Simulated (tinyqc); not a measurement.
Leakage currents through a thin dielectric: one step, computed by the program tinyqc.

Electrons leave an electrode with Fermi energy E_F above its band bottom; barriers are counted from the Fermi level, and both electrodes are alike.

Question. Thermal currents. Schottky emission J = A T^2 exp(-(phi_B - sqrt(e^3 F/(4 pi k_o eps_0)))/k_B T), A = 4 pi e m k_B^2/h^3 with the tunnelling mass; Poole-Frenkel J = sigma_0 F exp(-(phi_t - sqrt(e^3 F/(pi k_o eps_0)))/k_B T); both use the field F of the dielectric.

Inputs (values chosen for the exercise, modelled on Al2O3):

| quantity | value | unit |
|---|---|---|
| barrier height phi_B | 2.79 | eV |
| tunnelling mass m | 0.26 | m_0 |
| optical permittivity k_o | 3.19 | - |
| trap depth phi_t | 1.6 | eV |
| Poole-Frenkel prefactor sigma_0 | 2.7e-07 | S/cm |
| temperature T | 398 | K |

Stack: single layer.

field F = 2.950820 MV/cm

Constants: e = 1.602176634e-19 C; eps_0 = 8.8541878128e-12 F/m; k_B = 8.617333262e-05 eV/K; m_0 = 9.1093837015e-31 kg; k_B = 1.380649e-23 J/K; h = 6.62607015e-34 J s.

Give: Schottky lowering; Poole-Frenkel lowering; Schottky current density; Poole-Frenkel current density.

Answer.

Schottky lowering = 0.3650 eV

Poole-Frenkel lowering = 0.7299 eV

Schottky current density = 9.703e-25 A/cm^2

Poole-Frenkel current density = 7.653e-12 A/cm^2

The Poole-Frenkel lowering is twice the Schottky one, because the charge of a trap is fixed while an image charge moves with the electron.
